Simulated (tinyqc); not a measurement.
From results to parameters: Morse oscillator. Computed by the program tinyqc.

Problem. A Morse oscillator has levels we (n + 1/2) - wexe (n + 1/2)^2 with wexe = we^2/(4 De) and we = a sqrt(2 De/m) in atomic units (1 hartree = 219474.63 cm^-1 = 27.211386 eV, 1 u = 1822.888 electron masses). Find we, wexe, De and a.

spacings 0-1 and 1-2 (cm^-1): 1440.077712  1423.288395
reduced mass = 5.059991 u

Solution. The spacings are we - 2 wexe and we - 4 wexe, so their difference is 2 wexe; De = we^2/(4 wexe) and a = sqrt(2 m wexe).

we, wexe (cm^-1): 1456.8670  8.3947
De = 7.837 eV
a = 0.840 1/bohr
